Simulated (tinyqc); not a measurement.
Current of a Schottky diode by thermionic-emission-diffusion theory, and its read-back from I-V-T and C-V data. Changing the doping N. Computed by tinyqc, a small Python program. Command: `OMP_NUM_THREADS=1 python tinyqc.py 3031087 3031088 out.jsonl schottky sweep`. One thread of a shared host (Intel(R) Xeon(R) Processor @ 2.30GHz), about 0.01 s of CPU time with the checks.

Full ionisation, no tunnelling, no recombination current. V is the voltage across the junction itself, forward positive.

Inputs (values chosen for the exercise, modelled on n-type GaAs):

| quantity | value | unit |
|---|---|---|
| Richardson constant A* | 8.29 | A/(cm^2 K^2) |
| effective density of states at 300 K, N_c | 4.8e+17 | 1/cm^3 |
| permittivity eps | 12.9 | - |
| mobility mu | 6700 | cm^2/(V s) |
| barrier without image force phi_0 (mean) | 0.871 | eV |
| series resistance R_s | 0.13 | milliohm cm^2 |
| junction voltage V | 0.35 | V |
| temperature T | 250 | K |
| standard deviation sigma | 100 | meV |
| relative change of sigma^2 with bias, rho | 0.76 | 1/V |

Barrier: Gaussian spread of heights.

Constants: k_B = 8.617333262e-05 eV/K; e = 1.602176634e-19 C; eps_0 = 8.8541878128e-12 F/m.

Method:
- N_c(T) = N_c (T/300 K)^(3/2); V_bi = phi_0 - (k_B T/e) ln(N_c(T)/N); surface field F = sqrt(2 e N (V_bi - V - k_B T/e)/(eps eps_0)); image lowering d_phi = sqrt(e F/(4 pi eps eps_0)); effective barrier phi = phi_0 - d_phi - sigma^2 (1 - rho V)/(2 k_B T).
- Collection velocity v_R = A* T^2/(e N_c(T)); diffusion velocity v_D = mu F; J = e N_c(T) v_R/(1 + v_R/v_D) exp(-phi/k_B T) [exp(e V/k_B T) - 1].
- Terminal voltage V + J R_s.
- Ideality n = (e/k_B T)/(d ln J/dV) by a central difference of +/- 1 mV; J_0 = J exp(-e V/(n k_B T)); apparent barrier phi_IV = k_B T ln(A* T^2/J_0); a C-V plot gives phi_CV = phi_0, the mean without lowering.

One run for each value:

| doping N (1/cm^3) | ideality factor n | image lowering (meV) | current density J (A/cm^2) | v_D (cm/s) |
|---|---|---|---|---|
| 1.00e+14 | 1.236 | 5.80 | 0.0402 | 2.016e+07 |
| 5.60e+14 | 1.230 | 9.16 | 0.0576 | 5.038e+07 |
| 1.30e+15 | 1.230 | 11.45 | 0.0676 | 7.867e+07 |
| 3.10e+15 | 1.230 | 14.40 | 0.0806 | 1.245e+08 |
| 7.30e+15 | 1.232 | 18.04 | 0.0978 | 1.954e+08 |
| 1.70e+16 | 1.235 | 22.53 | 0.1223 | 3.046e+08 |
| 4.10e+16 | 1.238 | 28.38 | 0.1621 | 4.833e+08 |
| 9.60e+16 | 1.243 | 35.45 | 0.2266 | 7.543e+08 |

Give the missing row, doping N (1/cm^3) = 2.40e+14.

Computed row:
```
doping N (1/cm^3)  ideality factor n  image lowering (meV)  current density J (A/cm^2)  v_D (cm/s)
2.40e+14                       1.232                  7.32                      0.0487   3.213e+07
```

Interpolating between the two neighbouring rows (the first column on a logarithmic scale, the others too where they are positive) misses most in current density J (A/cm^2), by 0.91 %. Over the rows, ideality factor n goes from 1.24 through a minimum among these rows, 1.23 at 1.30e15, to 1.24; image lowering (meV) rises from 5.80 to 35.5 (exponent d ln y / d ln x about 0.26 throughout); current density J (A/cm^2) rises from 0.0402 to 0.227 (exponent d ln y / d ln x 0.22 between the first rows and 0.39 between the last). The exponent of image lowering stays between 0.26 and 0.27, near 0.25: F grows as N^(1/2) and the lowering as F^(1/2). Tunnelling, left out, adds to n at the high end.

Caution (all rows): the current comes from the far low tail of the Gaussian, where pinch-off of small patches makes the formula unreliable.

Extremes, crossings and ranges named in words are read from the listed rows.
